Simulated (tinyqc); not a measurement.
Quantum-confined Stark effect in a modulator well: one step. Estimate for hard walls. Three cases, with inputs chosen for the exercise.

Problem. Second order: each level moves by -C m (e F)^2 L^4/(2c), C = (15/pi^2 - 1)/(24 pi^2), c = hbar^2/2m0, 1 kV/cm = 1e-5 eV/angstrom. It holds while e F L is no more than about twice 3 c pi^2/(m L^2).

Constants: hbar^2/2m0 = 3.80998211 eV angstrom^2.

Case 1.

Values chosen (near those of a GaAs well in AlGaAs; shifted at random, so the results belong to these values and not to a real crystal): L = 102 angstrom (well width); me = 0.0652 m0 (electron, well); mh = 0.35 m0 (heavy hole along z, well); F = 44 kV/cm (field).

Case 2.

Values chosen (near those of a GaAs well in AlGaAs; shifted at random, so the results belong to these values and not to a real crystal): L = 142 angstrom (well width); me = 0.0662 m0 (electron, well); mh = 0.365 m0 (heavy hole along z, well); F = 81 kV/cm (field).

Case 3.

Values chosen (near those of an InGaAsP well in InP; shifted at random, so the results belong to these values and not to a real crystal): L = 90 angstrom (well width); me = 0.0481 m0 (electron, well); mh = 0.373 m0 (heavy hole along z, well); F = 68 kV/cm (field).

Give: Estimate.

Solution.

Case 1.

Estimate:
```
carrier     shift (meV)  e F L over the level spacing
electron          -0.39                          0.27
heavy hole        -2.11                          1.45
```

The hole, 5.4 times heavier, carries 84 % of the estimated shift; for hard walls second order errs by about 2 % at a ratio of 1 and 13 % at 3.

Case 2.

Estimate:
```
carrier     shift (meV)  e F L over the level spacing
electron          -5.09                          1.36
heavy hole       -28.04                          7.50
```

The hole, 5.5 times heavier, carries 85 % of the estimated shift; for it the ratio exceeds 3, so second order overstates its shift, by 13 % at a ratio of 3 and 60 % at 8.

Case 3.

Estimate:
```
carrier     shift (meV)  e F L over the level spacing
electron          -0.42                          0.21
heavy hole        -3.26                          1.64
```

The hole, 7.8 times heavier, carries 89 % of the estimated shift; for hard walls second order errs by about 2 % at a ratio of 1 and 13 % at 3.

Computed by tinyqc, one run a case: `OMP_NUM_THREADS=1 python tinyqc.py N N+1 out.jsonl` with N = 1280829, 1280843, 1280919; one thread of a shared Intel(R) Xeon(R) Processor @ 2.30GHz, about 0.2 s a run at most.
